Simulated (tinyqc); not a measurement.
# Read current of a NAND string, cells in series solved by shooting, step by step

Numbers from tinyqc (`OMP_NUM_THREADS=1 python tinyqc.py 2142043 2142044 out.jsonl`; about 0.5 s on one thread of a shared Intel Xeon 2.30GHz). Printed values are rounded.

Cells in series, numbered from 0 at the source line (0 V) to the bit line, each followed by a gap resistance Rg. A cell with gate Vg, threshold VT, source Vs and drain Vd passes I = 2 nf K Vt^2 [F(Vs) - F(Vd)]/(1 + th max(Vg - VT, 0)), F(V) = ln^2(1 + exp((Vg - VT - nf V)/(2 nf Vt))). The selected cell has Vg = Vr, the others Vg = Vp.

Parameters, values chosen for the exercise; values of the order met in vertical NAND strings: temperature T = 300 K; gain factor of a cell K = 3.2 uA/V^2; slope factor nf = 1.6; mobility reduction factor th = 0.17 1/V; resistance of the gap between cells Rg = 13 kohm; bit-line voltage Vbl = 0.4 V; pass voltage Vp = 6 V; read voltage on the selected word line Vr = 2.28 V.

Constants: q = 1.602176634e-19 C, kB = 1.380649e-23 J/K, Vt = kB T/q. Results are converted to the units shown.

## Step 1: node voltages for a trial current

first trial current = 0.28 uA
thresholds from the source end, cell 0 to 5 (V): 0.8  -2.4  -2.4  3.7  -2.4  3.7

For a trial current I start at 0 V and, cell by cell (the selected one is cell 0), solve for the drain: sqrt(F(Vd)) = sqrt(F(Vs) - I/k), k = 2 nf K Vt^2/(1 + th max(Vg - VT, 0)), Vd = [Vg - VT - 2 nf Vt ln(exp(sqrt F) - 1)]/nf, then add I Rg.

node voltage after each cell and gap, trial 1, cell 0 to 5 (V): 0.08085981  0.1102513  0.1397907  0.2034370  0.2334571  0.3020269

## Step 2: node voltages for a trial current

second trial current = 0.33 uA

As before.

node voltage after each cell and gap, trial 2, cell 0 to 5 (V): 0.09605178  0.1307953  0.1657468  0.2426037  0.2782441  0.3626395

## Course of the secant iteration

Secant steps on the end voltage less Vbl, from the two trials; a trial above the saturation current of a cell has no solution and is moved halfway to the previous trial. Stop below 1e-9 V.

Course of the iteration:
```
iteration	I (uA)	end voltage - Vbl (V)	halvings
1	0.3608190	1.38e-3	0
2	0.3597240	-1.96e-5	0
3	0.3597393	-1.03e-8	0
4	0.3597393	7.44e-14	0
```

Converged in 4 iterations to I = 0.35974 uA. The selected cell takes 25.1 % of the bit-line voltage and the gaps together 7.01 %.
